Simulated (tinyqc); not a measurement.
Growth of a silicide layer between metal and silicon: linear-parabolic kinetics, ramp anneals and Kissinger analysis: one step, computed by the program tinyqc. Command: `OMP_NUM_THREADS=1 python tinyqc.py 3029102 3029103 out.jsonl silicide walk`. One thread of a shared host (Intel(R) Xeon(R) Processor @ 2.30GHz), about 0.2 s of CPU time with the checks.

One compound layer of thickness x grows by diffusion through itself and reaction at an interface, dx/dt = 1/(2x/K + 1/v), until the metal is used up at x = a h.

Task: Geometry at full reaction. Silicon consumed b h, sheet resistance rho/(final thickness) with 1 micro-ohm cm/nm = 10 ohm; margin to the junction x_j - b h.

Inputs (values chosen for the exercise, modelled on NiSi):

| quantity | value | unit |
|---|---|---|
| metal thickness h | 53 | nm |
| silicon consumed per metal thickness b | 1.83 | - |
| silicide resistivity | 16 | micro-ohm cm |
| junction depth x_j | 36 | nm |

final thickness = 116.6 nm

Give: silicon consumed; sheet resistance; margin to the junction.

Result:

silicon consumed = 96.99 nm

sheet resistance = 1.3722 ohm/square

margin to the junction = -60.99 nm

The silicide would punch through the junction.
